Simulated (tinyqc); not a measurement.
# Long-channel MOSFET, surface-potential model: several studies

n-channel transistor on a uniformly doped p-type body, gradual-channel approximation, constant mobility, Boltzmann statistics, full ionisation. Potentials are counted from the neutral body; V is the electron quasi-Fermi potential, Vsb at the source and Vsb + Vds at the drain. Charges are magnitudes per area.

Parameters, values chosen for the exercise; material values close to those of silicon:
```
symbol,value,unit,meaning
T,293,K,temperature
Eg,1.12,eV,band gap
eps_r,11.6,,relative permittivity of the semiconductor
Nc,2.71e19,cm^-3,conduction-band density of states at T
Nv,2.55e19,cm^-3,valence-band density of states at T
Na,5.4e16,cm^-3,acceptor density of the body
eox,4.02,,relative permittivity of the gate insulator
tox,11,nm,insulator thickness
Vfb,-0.78,V,flat-band voltage
mu,240,cm^2/(V s),channel mobility
W,20,um,gate width
L,5,um,gate length
Vsb,0,V,source-body reverse bias
Vgs,0.66,V,gate-source voltage
Vds,1.2,V,drain-source voltage
```

Constants: q = 1.602176634e-19 C, kB = 1.380649e-23 J/K, Vt = kB T/q, eps0 = 8.8541878128e-14 F/cm where lengths are in cm. Results are converted to the units shown.

Each table varies one quantity; the others keep the values above.

## Effect of the acceptor density of the body

ni = sqrt(Nc Nv) exp(-Eg/(2 Vt)), Eg in volts; phiF = Vt ln(Na/ni); Cox = eps0 eox/tox; gamma = sqrt(2 q eps0 eps_r Na)/Cox. The surface potential psi at channel potential V solves Vgs + Vsb - Vfb - psi = gamma sqrt(G), G = psi - Vt + Vt exp((psi - 2 phiF - V)/Vt). Charge sheet: Qi = Cox gamma [sqrt(G) - sqrt(psi - Vt)]; I = mu (W/L) [integral of Qi dpsi from psi_0 to psi_L (drift) + Vt (Qi0 - QiL) (diffusion)], with psi_0 at V = Vsb and psi_L at V = Vsb + Vds. VT = Vfb + 2 phiF + gamma sqrt(2 phiF + Vsb), m = 1 + gamma/(2 sqrt(2 phiF + Vsb)). The swing is 20 mV/log10[I(VT - 0.14 V)/I(VT - 0.16 V)] of the charge-sheet current at the given Vds.

Effect of the acceptor density of the body:
```
Na (cm^-3)  gamma (V^0.5)   VT (V)      m  swing (mV/decade)  I at Vgs, Vds (uA)
5.4e15             0.1303  0.01957  1.078              64.90               34.79
1e16               0.1773  0.09305  1.104              66.51               26.54
1.8e16             0.2379   0.1783  1.137              68.55               18.28
3.4e16             0.3269   0.2937  1.185              71.51               9.663
6.3e16             0.4450   0.4371  1.246              75.37               3.085
1.2e17             0.6142   0.6334  1.333              80.80              0.1452
2.2e17             0.8316   0.8779  1.444              87.69            3.735e-4
```

Read the table: what changes, and by how much?

As Na goes from 5.4e15 to 2.2e17 cm^-3, VT rises from 0.0196 to 0.878 V, the swing rises from 64.9 to 87.7 mV a decade and the current falls from 34.8 to 3.73e-4 uA. The swing is 3.5 % above m Vt ln 10 in the first row and 4.5 % above it in the last. The gate voltage is below VT in 1 of the 7 rows.

## Transfer curve from weak to strong inversion

Pao-Sah: Qi(V) = (Cox gamma/2) integral from 3 Vt to psi of exp((u - 2 phiF - V)/Vt)/sqrt(G(u, V)) du, and I = mu (W/L) integral of Qi dV from Vsb to Vsb + Vds. Square law: VT = Vfb + 2 phiF + gamma sqrt(2 phiF + Vsb), m = 1 + gamma/(2 sqrt(2 phiF + Vsb)), I = mu Cox (W/L) [(Vgs - VT) v - m v^2/2] with v the smaller of Vds and (Vgs - VT)/m, and zero below VT. gm = dI/dVgs of the charge-sheet current.

Result of one run:
```
Vgs (V)  I, charge sheet (uA)  I, Pao-Sah (uA)  drift share (%)  gm/I (1/V)  I, square law (uA)
0.55                    1.303            1.339            54.87       14.22               2.929
```

What becomes of these results when the gate-source voltage Vgs is changed from 0.55 to 0.2 V, all else the same?

Result of the changed run:
```
Vgs (V)  I, charge sheet (uA)  I, Pao-Sah (uA)  drift share (%)  gm/I (1/V)  I, square law (uA)
0.2                  1.152e-4         1.176e-4          0.02307       30.80                   0
```

The whole series:
```
Vgs (V)  I, charge sheet (uA)  I, Pao-Sah (uA)  drift share (%)  gm/I (1/V)  I, square law (uA)
0.2                  1.152e-4         1.176e-4          0.02307       30.80                   0
0.29                 0.001870         0.001906           0.3760       31.08                   0
0.38                  0.02974          0.03030            5.439       29.76                   0
0.46                   0.2535           0.2594            27.46       22.83              0.4896
0.55                    1.303            1.339            54.87       14.22               2.929
0.64                    3.709            3.819            69.87       9.540               7.415
0.72                    7.197            7.410            77.29       7.227               13.12
0.81                    12.76            13.13            82.41       5.626               21.47
0.9                     20.14            20.71            85.74       4.585               31.87
```

The charge-sheet current rises from 1.15e-4 to 20.1 uA. In the first row gm/I is 30.8 1/V, a swing of 74.8 mV a decade, against Vt ln 10 = 58.1 mV a decade for an ideal gate; in the last it is 4.58 1/V. Drift passes half of the current at Vgs = 0.55 V among the rows listed (VT = 0.398 V). The charge sheet departs most from Pao-Sah at Vgs = 0.64 V, where it is 2.9 % below it. In the last row the square law is 54 % above Pao-Sah.

## Output curve

Same model as above.

In this table Vgs = 0.7 V.

Result of one run:
```
Vds (V)  psi_L (V)  QiL (nC/cm^2)  I, charge sheet (uA)  I, Pao-Sah (uA)  I, square law (uA)
0.26         1.058          1.125                 6.171            6.354               11.54
```

What becomes of these results when the drain-source voltage Vds is changed from 0.26 to 0.22 V, all else the same?

Result of the changed run:
```
Vds (V)  psi_L (V)  QiL (nC/cm^2)  I, charge sheet (uA)  I, Pao-Sah (uA)  I, square law (uA)
0.22         1.050          4.046                 6.081            6.263               11.41
```

The whole series:
```
Vds (V)  psi_L (V)  QiL (nC/cm^2)  I, charge sheet (uA)  I, Pao-Sah (uA)  I, square law (uA)
0.04        0.9358          48.87                 2.090            2.155               3.450
0.08        0.9677          36.36                 3.696            3.811               6.289
0.13         1.004          22.04                 5.068            5.223               8.979
0.17         1.029          12.35                 5.712            5.886               10.44
0.22         1.050          4.046                 6.081            6.263               11.41
0.26         1.058          1.125                 6.171            6.354               11.54
0.3          1.060         0.2527                 6.193            6.377               11.54
0.35         1.061        0.03568                 6.199            6.383               11.54
0.39         1.061       0.007339                 6.199            6.383               11.54
```

The Pao-Sah current rises from 2.16 to 6.38 uA, while the charge at the drain end falls from 48.9 to 0.00734 nC/cm^2. The current first comes within 1 % of its last value at Vds = 0.26 V among the rows listed; the square law saturates at (Vgs - VT)/m = 0.246 V. Over the last two rows psi_L moves by less than 1 mV: the drain has lost hold of the surface potential, so the current no longer grows. In the last row the charge sheet is 2.9 % below Pao-Sah and the square law 81 % above it.

tinyqc, about 0.06 s, one thread, Intel Xeon 2.30GHz (shared host): `OMP_NUM_THREADS=1 python tinyqc.py 2360151 2360152 out.jsonl`
